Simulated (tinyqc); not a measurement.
From rim height H back to contact angle on the substrate theta: capillary instabilities by surface diffusion: grooving and agglomeration of films, edge retraction, wire break-up and smoothing of roughness. Computed by tinyqc, a small Python program. Command: `OMP_NUM_THREADS=1 python tinyqc.py 3000780 3000781 out.jsonl dewet inv`. One thread of a shared host (Intel(R) Xeon(R) Processor @ 2.30GHz), about 0.01 s of CPU time with the checks.

Isotropic surface energy; shapes change by surface diffusion alone.

Inputs (values chosen for the exercise, of the order of those of a ruthenium film): surface energy gamma_s = 2.86 J/m^2; atomic volume Omega = 13.6 angstrom^3; surface sites nu = 14 1/nm^2; prefactor D0 = 0.00012 m^2/s; activation energy Q = 2.18 eV; temperature T = 867 K; time t = 270 s; film thickness h = 4 nm.

Constants: k_B = 8.617333262e-05 eV/K; k_B = 1.380649e-23 J/K.

Method. B = D_s nu gamma_s Omega^2/(k_B T), D_s = D0 exp(-Q/(k_B T)). A rim shaped as a circular segment with contact angle theta holds the area h x; its radius r obeys r^2 (theta - sin theta cos theta) = h x. To advance, the edge must carry a strip of the rim height H = r (1 - cos theta) over the rim, driven by the curvature 1/r over the distance r theta (the scaling argument of Brandon and Bradshaw): H dx/dt = B/(theta r^2) gives x^(5/2) = (5/2) B t c^(3/2)/(theta (1 - cos theta) h^(3/2)), c = theta - sin theta cos theta.

Question. A run gave the result below. Find the contact angle on the substrate theta, known to lie between 99 and 140 degrees.

rim height H = 8.609913 nm

Answer.

Each step takes the trial c = (a f_b - b f_a)/(f_b - f_a), f being the result less the target and a, b, c the logarithms of the listed values; c replaces end b, the old b replaces a if the sign of f changed, and otherwise f_a is halved.

Scan of the range:
```
contact angle on the substrate theta (degrees)  rim height H (nm)
99                                                        7.48228
105                                                       7.75564
111                                                       8.01085
118                                                       8.28473
125                                                       8.53170
132                                                       8.75020
140                                                       8.96261
```

False position (Illinois rule, in the logarithm of the input) inside the bracket:
```
step    end a    end b    trial  rim height H (nm)
1     125.000  132.000  127.462            8.61188
2     125.000  127.462  127.343            8.60808
3     127.462  127.343  127.400            8.60991
4     127.343  127.400  127.400            8.60991
```

rim height H rises at every point of a 13-point scan of the range (every second point is shown), so one value fits; it is bracketed by 125 and 132. Answer: contact angle on the substrate theta = 127.4 degrees.
